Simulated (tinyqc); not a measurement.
As the film thickens, and with more bath resistance: electroplating on a thin resistive seed layer: kinetics, Wagner number and the terminal effect across a wafer. Computed by tinyqc, a small Python program. Command: `OMP_NUM_THREADS=1 python tinyqc.py 3121587 3121588 out.jsonl terminal walk`. One thread of a shared host (Intel(R) Xeon(R) Processor @ 2.30GHz), about 0.02 s of CPU time with the checks.

Current enters the seed at the rim. The bath is treated as a local resistance per area (no lateral flow in the liquid), two electrons per ion, molar volume 7.11 cm^3/mol, Faraday constant F = e N_A, kinematic viscosity 0.01 cm^2/s, omega = 2 pi x rpm/60; k_B T/e is in volts.

Inputs (values chosen for the exercise, of the order of those for copper plating on a thin cobalt or ruthenium seed):
```
quantity                               value         unit
wafer radius R                            10           cm
seed thickness t                          16           nm
seed resistivity                         3.6  microohm cm
bath conductivity kappa                 0.29         S/cm
gap to the anode h                       2.1           cm
extra resistance of a porous plate        49     ohm cm^2
exchange current density i_0            0.88      mA/cm^2
cathodic transfer coefficient alpha     0.58            -
mean current density                      30      mA/cm^2
diffusivity of the metal ion         6.7e-06       cm^2/s
metal ion concentration                 0.58        mol/L
rotation rate                            200          rpm
temperature T                            298            K
```

Constants: e = 1.602176634e-19 C; N_A = 6.02214076e+23 1/mol; k_B = 8.617333262e-05 eV/K.

Method:
- Growth rate = i V_m/(2 F). Levich limit i_L = 0.62 x 2 F D^(2/3) omega^(1/2) nu^(-1/6) c. Tafel overpotential eta = (k_B T/(alpha e)) ln(i/i_0); kinetic resistance k_B T/(alpha e i); bath resistance h/kappa + plate; R_s = resistivity/t; Wagner number = kinetic resistance x kappa/R.
- Full model: seed potential phi(r) with (1/r)(r phi')' = R_s i, where i solves phi = R_b i + (k_B T/(alpha e)) ln(i/i_0) (phi being the driving voltage left at r); phi'(0) = 0 and phi'(R) = R_s i_mean R/2. Solved by collocation to a tolerance of 1e-7.
- The film is taken as uniform, with the seed resistivity; the last column adds 100 ohm cm^2 to R_b. Extra power of that plate = i^2 x 100 ohm cm^2 x area.

sheet resistance R_s = 2.25 ohm/square

bath resistance R_b = 56.2414 ohm cm^2

Edge over centre:
```
thickness (nm)  R_s (ohm/square)  as given  with 100 ohm cm^2 more
16                        2.2500    2.2365                  1.3897
24                        1.5000    1.7624                  1.2523
32                        1.1250    1.5496                  1.1864
48                        0.7500    1.3521                  1.1225
80                        0.4500    1.2046                  1.0726
160                       0.2250    1.0999                  1.0360
320                       0.1125    1.0493                  1.0179
```

extra power = 28.274 W

What follows from these numbers?

The ratio falls below 1.1 from 160 nm on as given, and from 80.0 nm on with the added resistance: what counts is R_s R^2 against the sum of kinetic and bath resistance.
